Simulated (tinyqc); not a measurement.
Millisecond and nanosecond annealing: surface heating, thermal budget and solid-phase regrowth: one step, computed by the program tinyqc. Command: `OMP_NUM_THREADS=1 python tinyqc.py 3002465 3002466 out.jsonl flash walk`. One thread of a shared host (Intel(R) Xeon(R) Processor @ 2.30GHz), about 0.01 s of CPU time with the checks.

A square pulse heats the surface of a thick wafer with constant thermal properties; losses by radiation are neglected and silicon melts at 1414 C.

Task: Temperature in depth and time. Absorbed flux q = (1 - R) fluence/t_p; kappa = k/c. With f(z, t) = (2 q/k) sqrt(kappa t) ierfc(z/(2 sqrt(kappa t))), ierfc(x) = exp(-x^2)/sqrt(pi) - x erfc(x): T = T0 + f(z, t) during the pulse and T0 + f(z, t) - f(z, t - t_p) after it.

Inputs (values chosen for the exercise, modelled on hot silicon with phosphorus):
```
quantity                     value        unit
incident fluence              41.6      J/cm^2
pulse length t_p            0.0037           s
reflectance R                 0.36           -
thermal conductivity k        0.31    W/(cm K)
heat capacity per volume c    2.33  J/(cm^3 K)
preheat temperature T0         500           C
wafer thickness d              775          um
```

Source: flash lamp.

thermal length sqrt(kappa t_p) = 221.8726 um

Give: Temperature (C).

Result:

Temperature (C):
```
t/t_p  surface  z = 0.5 thermal lengths  z = 1  z = 2
0.10       684                    530.5  502.0  500.0
0.25       791                    602.8  525.9  500.5
0.50       911                    703.7  585.8  508.7
0.75      1003                    787.1  647.3  527.1
1.00      1081                    859.6  705.6  551.8
1.10       926                    855.8  726.0  562.7
1.50       801                    779.9  726.3  601.0
2.00       741                    730.3  701.8  619.9
4.00       656                    652.9  644.9  616.7
10.00      594                    593.7  591.9  584.9
```

One tenth of a pulse length after the end the surface has lost 155 C: cooling starts as sqrt(t - t_p), much faster than heating ends. Caution: heat reaches the back of the wafer, which is no longer thick.
